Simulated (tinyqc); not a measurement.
Electron continuity equation in a given potential, Scharfetter-Gummel discretisation: three discretisations compared.

Steady state in one dimension: J = q mu n E + q D dn/dx with E = -dpsi/dx and D = mu Vt, dJ/dx = 0, fixed densities nL and nR at the ends. The potential is given, psi = 0 for x < L/2 and U (2 x/L - 1) beyond, and is not changed by the electrons.

10 equal intervals. Fluxes J_i = (q D/h)(n_(i+1) P_i - n_i Q_i), d_i = (psi_(i+1) - psi_i)/Vt: Scharfetter-Gummel P = B(d), Q = B(-d), B(d) = d/(exp(d) - 1); central P = 1 - d/2, Q = 1 + d/2; upwind P = 1 + max(-d, 0), Q = 1 + max(d, 0). Balance at each inner node: J_i - J_(i-1) = 0. The reference is Scharfetter-Gummel on 2000 intervals.

Inputs (values chosen for the exercise); mobility close to that of 4H silicon carbide at room temperature:
```
symbol   value        unit                               meaning
T          325           K                           temperature
mu         892  cm^2/(V s)                     electron mobility
L          6.4          um                  length of the region
nL      4.1e13       cm^-3                      density at x = 0
nR      1.2e14       cm^-3                      density at x = L
U         0.39           V  potential difference psi(L) - psi(0)
```

Constants: q = 1.602176634e-19 C, kB = 1.380649e-23 J/K, Vt = kB T/q. Results are converted to the units shown.

Densities (cm^-3):

| node | Scharfetter-Gummel | central | upwind | reference |
|---|---|---|---|---|
| 0 | 4.100e13 | 4.100e13 | 4.100e13 | 4.100e13 |
| 1 | 3.335e13 | 3.335e13 | 3.338e13 | 3.335e13 |
| 2 | 2.570e13 | 2.569e13 | 2.576e13 | 2.570e13 |
| 3 | 1.805e13 | 1.804e13 | 1.813e13 | 1.805e13 |
| 4 | 1.040e13 | 1.039e13 | 1.051e13 | 1.040e13 |
| 5 | 2.747e12 | 2.734e12 | 2.888e12 | 2.747e12 |
| 6 | 2.749e12 | 2.833e12 | 3.308e12 | 2.749e12 |
| 7 | 2.775e12 | 2.230e12 | 4.899e12 | 2.775e12 |
| 8 | 3.194e12 | 5.904e12 | 1.092e13 | 3.194e12 |
| 9 | 9.984e12 | -1.649e13 | 3.372e13 | 9.984e12 |
| 10 | 1.200e14 | 1.200e14 | 1.200e14 | 1.200e14 |

What does the comparison show, and why?

Largest errors as a share of the largest reference density listed: Scharfetter-Gummel under 1e-7 %, central 22 %, upwind 20 %. The largest |d| is 2.79. Central differences give 1 negative value(s), since P or Q changes sign once |d| exceeds 2. Upwinding stays positive but acts as if D were larger by the factor 1 + |d|/2, up to 2.39 here.

Program tinyqc, `OMP_NUM_THREADS=1 python tinyqc.py 2220041 2220042 out.jsonl`; Intel Xeon 2.30GHz, shared host, one thread, about 0.01 s.
